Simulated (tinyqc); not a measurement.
# Capacitance measurement on a leaky thin oxide: effects of series resistance and leakage: what changes with what

The device is a capacitance C in parallel with a leakage conductance G, in series with Rs and Ls. An impedance meter reports either a parallel pair (Cp, Gp) from Y = 1/Z = Gp + i w Cp or a series pair (Cs, Rm) from Z = Rm + 1/(i w Cs); w = 2 pi f, dissipation D = Gp/(w |Cp|).

Inputs (values chosen for the exercise); values of the order met in thin-oxide MOS capacitors:
```
symbol,value,unit,meaning
eox,3.9,,relative permittivity of the gate insulator (close to silicon dioxide)
tox,1.1,nm,insulator thickness
A,100,um^2,gate area
zc,0.59,nm,oxide-equivalent thickness added by the accumulation layer
zp,0,nm,oxide-equivalent thickness added by gate depletion
Jg,0.09,A/cm^2,"gate leakage current density, not matched to the thickness"
Vs,0.22,V,voltage for an e-fold rise of the leakage
Rs,310,ohm,series resistance
Ls,0,nH,series inductance
f,50000,Hz,measuring frequency
```

Constants: eps0 = 8.8541878128e-14 F/cm where lengths are in cm. Results are converted to the units shown.

Each table varies one quantity; the others keep the values above.

## Readings against frequency

EOT = 3.9 tox/eox; CET = EOT + zc + zp; C = 3.9 eps0 A/CET; G = Jg A/Vs. Z = Rs + i w Ls + 1/(G + i w C); CET read from Cp = 3.9 eps0 A/Cp; errors under 0.001 % are printed as 0.

The same in every row: C (pF) = 2.0433.

Readings against frequency:
```
f (Hz)  Cp (pF)  Cs (pF)         D  error of Cp (%)  error of Cs (%)  CET read from Cp (nm)
1000     2.0428   2076.7    31.869          -0.0254           1.02e5                 1.6904
3000     2.0428   232.56    10.623          -0.0254           1.13e4                 1.6904
10000    2.0428   22.790    3.1869          -0.0254             1020                 1.6904
30000    2.0428   4.3485    1.0624          -0.0254              113                 1.6904
1e5      2.0428   2.2507   0.31909          -0.0254             10.2                 1.6904
3e5      2.0428   2.0663   0.10742          -0.0255             1.13                 1.6904
1e6      2.0427   2.0453  0.035849          -0.0269            0.102                 1.6905
3e6      2.0425   2.0435  0.022563          -0.0396           0.0113                 1.6907
1e7      2.0395   2.0433  0.042986           -0.183          1.02e-3                 1.6931
3e7      2.0141   2.0433   0.12046            -1.43                0                 1.7145
```

D goes from 31.9 through a minimum of 0.0226 (at f = 3e6 Hz among the rows listed) to 0.120; without inductance its minimum lies at f = sqrt(G (1 + G Rs)/Rs)/(2 pi C) = 2.83e6 Hz. The error of Cp goes from -0.0254 to -1.43 % and that of Cs from 1.02e5 to 0 %; at low frequency Cp tends to C/(1 + G Rs)^2 and Cs grows as 1 + (G/(w C))^2. One of the two readings is within 2 % of C for f = 1000, 3000, 10000, 30000, 1e5, 3e5, 1e6, 3e6, 1e7, 3e7 Hz. For f = 1000, 3000, 10000, 30000 D exceeds 1, where the accuracy of real meters degrades in proportion to sqrt(1 + D^2).

## Effect of the gate area

Same model as above.

Rs is held fixed.

Effect of the gate area:
```
A (um^2)  C (pF)  Cp (pF)  Cs (pF)       D  error of Cp (%)  error of Cs (%)  CET read from Cp (nm)
20        0.4087   0.4086   0.5746  0.6374         -5.07e-3             40.6                  1.690
70         1.430    1.430    2.011  0.6375          -0.0178             40.6                  1.690
200        4.087    4.084    5.746  0.6379          -0.0507             40.6                  1.691
600        12.26    12.24    17.24  0.6390           -0.152             40.6                  1.693
2000       40.87    40.66    57.46  0.6429           -0.507             40.6                  1.699
5000       102.2    100.9    143.7  0.6513            -1.27             40.6                  1.712
10000      204.3    199.2    287.3  0.6653            -2.53             40.6                  1.734
40000      817.3    736.1     1149  0.7492            -9.94             40.6                  1.877
```

As A goes from 20 to 40000, the error of Cp goes from -0.00507 to -9.94 %, that of Cs from 40.6 to 40.6 %, and D rises from 0.637 to 0.749. The CET read from Cp goes from 1.69 to 1.88 nm against the true 1.69 nm. G/(w C) does not depend on the area, while G Rs and w C Rs grow with it.

Numbers from tinyqc (`OMP_NUM_THREADS=1 python tinyqc.py 2022076 2022077 out.jsonl`; about 0.01 s on one thread of a shared Intel Xeon 2.30GHz).
